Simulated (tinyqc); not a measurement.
# Pelgrom slope, floor and doping from two device sizes

Problem. s^2 = A^2/(L W) + s0^2, with s0 independent of size and A = (q/Cox) sqrt(Na Wd/3) from random dopants alone, Cox = 3.9 eps0/ti. Find A, s0 and Na.

Values chosen for this exercise: oxide-equivalent thickness in inversion ti = 1 nm.

Constants: q = 1.602176634e-19 C, eps0 = 8.8541878128e-14 F/cm where lengths are in cm. Results are converted to the units shown.

s for gate areas 0.0022 and 0.02 um^2 (mV): [11.3239791, 4.01348666]
Wd = 32.1868743 nm

Answer. s^2 is linear in 1/area: slope A^2, intercept s0^2.

A = 0.526 mV um
s0 = 1.50 mV
Na = 1.20e18 cm^-3

Program tinyqc, `OMP_NUM_THREADS=1 python tinyqc.py 2090001 2090002 out.jsonl`; Intel Xeon 2.30GHz, shared host, one thread, about 0.01 s.
